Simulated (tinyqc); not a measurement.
From results back to parameters: phonon-assisted absorption at an indirect gap. Three cases, with inputs chosen for the exercise.

Problem. A slab transmits Tr = (1 - R)^2 x/(1 - R^2 x^2) with x = exp(-alpha d) and R = ((nr - 1)/(nr + 1))^2.

Find: x; alpha.

Method. Tr R^2 x^2 + (1 - R)^2 x - Tr = 0; take the positive root, then alpha = -ln(x)/d.

Case 1.

Values chosen (out of a larger set: loosely those of SiGe at room temperature; Eg is not tied to T; not measured data): nr = 3.79 (refractive index); d = 260 micrometre (thickness).

Tr = 0.000323520

Solution.

x = 0.0007410
alpha = 277 1/cm

Case 2.

Values chosen (out of a larger set: loosely those of Si at room temperature; Eg is not tied to T; not measured data): nr = 3.66 (refractive index); d = 3.4 micrometre (thickness).

Tr = 0.503781

Solution.

x = 0.9925
alpha = 22.1 1/cm

Case 3.

Values chosen (out of a larger set: loosely those of Si at room temperature; Eg is not tied to T; not measured data): nr = 3.55 (refractive index); d = 46 micrometre (thickness).

Tr = 0.0834777

Solution.

x = 0.1769
alpha = 377 1/cm

Computed by tinyqc, one run a case: `OMP_NUM_THREADS=1 python tinyqc.py N N+1 out.jsonl` with N = 1682356, 1682360, 1682407; one thread of a shared Intel(R) Xeon(R) Processor @ 2.30GHz, about 0.01 s a run at most.
